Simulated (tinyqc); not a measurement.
# Doping from two capacitances

Inverse problem. An abrupt p-n junction obeys 1/C^2 = 2 (Vbi - V)/(q eps0 eps_r Ne), Ne = Na Nd/(Na + Nd), Vbi = Vt ln(Na Nd/ni^2), V the bias of the p side. Nd is known to be the larger doping. Find Ne, Vbi, Na and Nd.

Values chosen for this exercise: temperature T = 273 K; relative permittivity eps_r = 9.58.

Constants: q = 1.602176634e-19 C, kB = 1.380649e-23 J/K, Vt = kB T/q, eps0 = 8.8541878128e-14 F/cm where lengths are in cm. Results are converted to the units shown.

C at V = -0.8 and -5.8 V (nF/cm^2): 10.932142  7.2605714
ni = 2.4133213e-13 cm^-3

Answer. The slope of 1/C^2 against -V gives Ne and its intercept Vbi. Then Na Nd = ni^2 exp(Vbi/Vt) and Na + Nd = Na Nd/Ne, so both are roots of one quadratic.

Ne = 6.940e15 cm^-3
Vbi = 3.146 V
Na = 7.500e15 cm^-3
Nd = 9.300e16 cm^-3

Computed by the program tinyqc: `OMP_NUM_THREADS=1 python tinyqc.py 2000051 2000052 out.jsonl`, one thread of a shared Intel Xeon 2.30GHz, about 0.04 s for the whole run.
